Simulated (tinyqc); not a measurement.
# Tunnelling through a gate dielectric, WKB transmission and Tsu-Esaki current: effects of single changes

Electrons leave the emitter at x = 0. Energies E (motion across the layers) are in eV from the emitter Fermi level; the collector Fermi level lies at -V and offers states at every E. No charge in the dielectric and no image force: F1 = V/t1, U = phi1 - F1 x. With C = hbar^2/(2 m0), kappa = sqrt(m (U - E)/C) where U > E and 0 elsewhere; T(E) = exp(-S), S = 2 times the integral of kappa over x.

Values chosen for this exercise; dielectric values close to those of silicon nitride:
- T = 300 K (temperature)
- Ef = 0.18 eV (Fermi energy of the emitter above its band bottom)
- me = 1 m0 (emitter mass in the supply function)
- phi1 = 2.12 eV (barrier of layer 1 above the emitter Fermi level at zero bias)
- m1 = 0.49 m0 (tunnelling mass of layer 1)
- t1 = 1.5 nm (thickness of layer 1)
- V = 1.6 V (voltage across the dielectric)

Constants: q = 1.602176634e-19 C, kB = 1.380649e-23 J/K, hbar = 1.054571817e-34 J s, m0 = 9.1093837015e-31 kg, Vt = kB T/q, hbar^2/(2 m0) = 0.0380998212 eV nm^2. Results are converted to the units shown.

Each table varies one quantity; the others keep the values above.

## Effect of the thickness t1 at fixed voltage

Each layer adds (2/F) sqrt(m/C) [G(u at its left edge) - G(u at its right edge)] to S, with u = U - E (0 where negative) and G(u) = (2/3) u^1.5. J = J0 times the integral of T(E) N(E) dE, N = ln[(1 + exp(-E/Vt))/(1 + exp((-E - V)/Vt))], J0 = q^2 me m0 kB T/(2 pi^2 hbar^3) (times 1e-4 for A/cm^2 per eV), from E = -Ef to far above the barrier (T = 1 there), by quadrature converged to the digits shown.

Effect of the thickness t1 at fixed voltage:
```
t1 (nm)  S at E = 0  T(E = 0)  J (A/cm^2)  mean E of the current (eV)
0.9           7.294  6.797e-4     1.393e5                     -0.1043
1.13          9.158  1.054e-4     2.002e4                     -0.1020
1.36          11.02  1.634e-5        2882                    -0.09972
1.59          12.89  2.534e-6       415.7                    -0.09731
1.81          14.67  4.261e-7       65.32                    -0.09493
2.04          16.53  6.607e-8       9.455                    -0.09236
2.27          18.40  1.024e-8       1.371                    -0.08969
2.5           20.26  1.588e-9      0.1992                    -0.08694
```

J falls from 1.39e5 to 0.199 A/cm^2: 3.66 decades a nanometre between the first two rows and 3.64 between the last two. The exponent S alone gives dS/dt/ln 10 = 3.52 and 3.52. In 4 of the 8 rows the field exceeds 10 MV/cm (up to 17.8), more than most dielectrics sustain; the model ignores breakdown.

## Effect of the tunnelling mass m1

Same model as above.

Effect of the tunnelling mass m1:
```
m1 (m0)  S at E = 0  T(E = 0)  J (A/cm^2)  mean E of the current (eV)
0.12          6.016  0.002440     5.272e5                     -0.1058
0.15          6.726  0.001199     2.516e5                     -0.1050
0.2           7.766  4.237e-4     8.517e4                     -0.1037
0.25          8.683  1.694e-4     3.281e4                     -0.1026
0.31          9.669  6.321e-5     1.176e4                     -0.1014
0.4           10.98  1.698e-5        3000                    -0.09977
0.5           12.28  4.645e-6       780.0                    -0.09810
0.63          13.78  1.032e-6       163.6                    -0.09612
```

J falls from 5.27e5 to 164 A/cm^2. S goes as m1^(0.50): kappa is proportional to the square root of the mass. In every row the field exceeds 10 MV/cm (up to 10.7), more than most dielectrics sustain; the model ignores breakdown.

## A Fowler-Nordheim plot

The thickness is set to t1 = 4.7 nm and V = F t1. The closed formula is J = A F^2 exp(-B/F), A = q^2 me/(16 pi^2 hbar m1 phi1) (A/V^2 with phi1 in volts), B = (4/3) sqrt(m1/C) phi1^1.5 (V/nm), C = hbar^2/(2 m0); it assumes zero temperature, a deep Fermi sea and S linear in E.

A Fowler-Nordheim plot:
```
F (V/nm)  J (A/cm^2)  J by the formula (A/cm^2)  ln(J/F^2), F in V/cm
0.6         0.001365                   0.001107                -37.81
0.71         0.07091                    0.07009                -34.20
0.83           1.639                      1.934                -31.37
0.94           14.60                      19.88                -29.43
1.06           95.23                      149.5                -27.80
1.17           380.5                      674.6                -26.61
1.29            1321                       2652                -25.56
1.4             3435                       7674                -24.77
```

What does the table show?

The slope of ln(J/F^2) against 1/F between the end rows is -13.70 V/nm, against B = 14.76 V/nm; read as B it gives phi1 = 2.02 eV. The integrated current is 23 % above the formula in the first row and 0.45 times it in the last. The shortfall in the last row comes from the shallow Fermi sea, which cuts off supply that the formula counts. The excess in the first row is thermal: at 20 K it is gone. In 4 of the 8 rows the field exceeds 10 MV/cm (up to 14.0), more than most dielectrics sustain; the model ignores breakdown.

Computed by the program tinyqc: `OMP_NUM_THREADS=1 python tinyqc.py 2540093 2540094 out.jsonl`, one thread of a shared Intel Xeon 2.30GHz, about 0.03 s for the whole run.
